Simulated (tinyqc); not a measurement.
Worked calculation: sp3 tight binding, zinc-blende lattice. Computed by tinyqc, a small Python program that keeps every step. Command: `OMP_NUM_THREADS=1 python tinyqc.py 25916 25917 out.jsonl` (the two numbers bound the seeds that draw the settings). One thread of a shared host (Intel(R) Xeon(R) Processor @ 2.60GHz), about 0.01 s of CPU time with the checks.

## Bloch Hamiltonian at k

Parameters chosen for this model: zinc-blende lattice, anion at 0, cation at a/4 (1,1,1); V = eta hbar^2 / (m d^2), hbar^2/m = 7.619964 eV angstrom^2:
```
parameter          value      unit
a               4.610000  angstrom
d               1.996189  angstrom
Es anion      -17.780000        eV
Ep anion       -8.510000        eV
Es cation      -8.720000        eV
Ep cation      -3.790000        eV
eta ss         -1.380000
eta sp          1.700000
eta pp sigma    2.250000
eta pp pi      -0.840000
V ss           -2.638936        eV
V sp            3.250863        eV
V pp sigma      4.302613        eV
V pp pi        -1.606309        eV
```

k point k (2 pi / a): -0.3800  -0.1500  0.7000

Slater-Koster rules over the four bonds with direction cosines (l, m, n): ss V_ss; s-px l V_sp; px-s -l V_sp; px-px l^2 V_pps + (1 - l^2) V_ppp; px-py l m (V_pps - V_ppp); each times exp(i k.d).

H(k) at k (eV):
```
                  a s             a px             a py            a pz
a s          -17.7800           0.0000           0.0000          0.0000
a px           0.0000          -8.5100           0.0000          0.0000
a py           0.0000           0.0000          -8.5100          0.0000
a pz           0.0000           0.0000           0.0000         -8.5100
c s   -3.8540-1.2341i  -1.2916-1.8628i  -3.6560-0.6581i  0.4472+5.3797i
c px   1.2916+1.8628i   0.5306+0.1699i  -0.4693-5.6456i  3.8367+0.6906i
c py   3.6560+0.6581i  -0.4693-5.6456i   0.5306+0.1699i  1.3554+1.9549i
c pz  -0.4472-5.3797i   3.8367+0.6906i   1.3554+1.9549i  0.5306+0.1699i

                  c s             c px             c py             c pz
a s   -3.8540+1.2341i   1.2916-1.8628i   3.6560-0.6581i  -0.4472+5.3797i
a px  -1.2916+1.8628i   0.5306-0.1699i  -0.4693+5.6456i   3.8367-0.6906i
a py  -3.6560+0.6581i  -0.4693+5.6456i   0.5306-0.1699i   1.3554-1.9549i
a pz   0.4472-5.3797i   3.8367-0.6906i   1.3554-1.9549i   0.5306-0.1699i
c s           -8.7200           0.0000           0.0000           0.0000
c px           0.0000          -3.7900           0.0000           0.0000
c py           0.0000           0.0000          -3.7900           0.0000
c pz           0.0000           0.0000           0.0000          -3.7900
```

## Levels at k

Diagonalise the Hermitian matrix.

eigenvalues (eV): -21.8976  -16.1248  -13.5399  -12.5434  -1.7818  -0.7859  0.6577  2.6157

weights |c|^2 of the basis functions:
```
      band 1  band 2  band 3  band 4  band 5  band 6  band 7  band 8
a s   0.7656  0.0347  0.0158  0.0072  0.0846  0.0663  0.0086  0.0173
a px  0.0022  0.1683  0.1011  0.3860  0.0053  0.0162  0.1805  0.1403
a py  0.0000  0.1569  0.4090  0.0463  0.1174  0.0297  0.1313  0.1094
a pz  0.0159  0.2054  0.1223  0.2410  0.1903  0.1205  0.0058  0.0989
c s   0.1053  0.2799  0.0641  0.0240  0.4563  0.0219  0.0145  0.0340
c px  0.0163  0.0429  0.1280  0.1452  0.0004  0.0657  0.3620  0.2395
c py  0.0238  0.0913  0.1092  0.0589  0.0821  0.1576  0.2848  0.1923
c pz  0.0709  0.0207  0.0505  0.0914  0.0635  0.5221  0.0127  0.1683
```

## Bloch Hamiltonian at L

k point L (2 pi / a): 0.5000  0.5000  0.5000

As before.

H(k) at L (eV):
```
                  a s             a px             a py             a pz
a s          -17.7800           0.0000           0.0000           0.0000
a px           0.0000          -8.5100           0.0000           0.0000
a py           0.0000           0.0000          -8.5100           0.0000
a pz           0.0000           0.0000           0.0000          -8.5100
c s   -3.7320-3.7320i   2.6543+2.6543i   2.6543+2.6543i   2.6543+2.6543i
c px  -2.6543-2.6543i   0.5138+0.5138i  -2.7855-2.7855i  -2.7855-2.7855i
c py  -2.6543-2.6543i  -2.7855-2.7855i   0.5138+0.5138i  -2.7855-2.7855i
c pz  -2.6543-2.6543i  -2.7855-2.7855i  -2.7855-2.7855i   0.5138+0.5138i

                  c s             c px             c py             c pz
a s   -3.7320+3.7320i  -2.6543+2.6543i  -2.6543+2.6543i  -2.6543+2.6543i
a px   2.6543-2.6543i   0.5138-0.5138i  -2.7855+2.7855i  -2.7855+2.7855i
a py   2.6543-2.6543i  -2.7855+2.7855i   0.5138-0.5138i  -2.7855+2.7855i
a pz   2.6543-2.6543i  -2.7855+2.7855i  -2.7855+2.7855i   0.5138-0.5138i
c s           -8.7200           0.0000           0.0000           0.0000
c px           0.0000          -3.7900           0.0000           0.0000
c py           0.0000           0.0000          -3.7900           0.0000
c pz           0.0000           0.0000           0.0000          -3.7900
```

## Levels at L

As before.

eigenvalues (eV): -22.1552  -17.2333  -11.3788  -11.3788  -2.7090  -0.9212  -0.9212  3.2975

## Bands along a path

The same steps at evenly spaced points between the labelled ones.

Bands along the path (eV):
```
k           band 1    band 2    band 3    band 4   band 5   band 6   band 7   band 8
L         -22.1552  -17.2333  -11.3788  -11.3788  -2.7090  -0.9212  -0.9212   3.2975
L-G 0.33  -23.1309  -15.2869  -10.8856  -10.8856  -2.6649  -1.4144  -1.4144   2.2828
L-G 0.67  -24.3059  -11.5321   -9.6992   -9.6992  -2.6805  -2.6008  -2.6008  -0.2815
G         -24.7367   -8.9216   -8.9216   -8.9216  -3.3784  -3.3784  -3.3784  -1.7633
G-X 0.33  -24.1561  -10.9115  -10.9115  -10.5264  -3.2454  -1.3885  -1.3885  -0.8721
G-X 0.67  -22.5148  -13.9010  -13.4061  -13.4061  -2.1450  -0.2393   1.1061   1.1061
X         -21.0463  -16.1233  -14.3744  -14.3744  -1.1067  -0.5237   2.0744   2.0744
X-W 0.33  -21.0463  -16.1233  -14.3744  -14.3744  -1.1067  -0.5237   2.0744   2.0744
X-W 0.67  -21.0463  -16.1233  -14.3744  -14.3744  -1.1067  -0.5237   2.0744   2.0744
W         -21.0463  -16.1233  -14.3744  -14.3744  -1.1067  -0.5237   2.0744   2.0744
```

With 4 band(s) filled, the highest filled level on these points lies at G and the lowest empty one at G: a gap of 5.5432 eV, direct.
